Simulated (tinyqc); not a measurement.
## Avrami exponent and activation energy from three anneals

Question. Isothermal crystallisation follows X = 1 - exp(-(k t)^n) with k proportional to exp(-Ec q/(kB T)). Find n, k at both temperatures and Ec.

Constants: q = 1.602176634e-19 C, kB = 1.380649e-23 J/K. Results are converted to the units shown.

X at (428 K, 860 s), (428 K, 1720 s) and (448 K, 34 s): 0.19437698  0.82255861  0.39354064

Solution. -ln(1 - X) = (k t)^n: the two times give n, and the two rates give Ec.

n = 3.00
k at 428 K = 6.98e-4 1/s
k at 448 K = 0.0233 1/s
Ec = 2.90 eV

Computed by the program tinyqc: `OMP_NUM_THREADS=1 python tinyqc.py 2490056 2490057 out.jsonl`, one thread of a shared Intel Xeon 2.30GHz, about 0.03 s for the whole run.
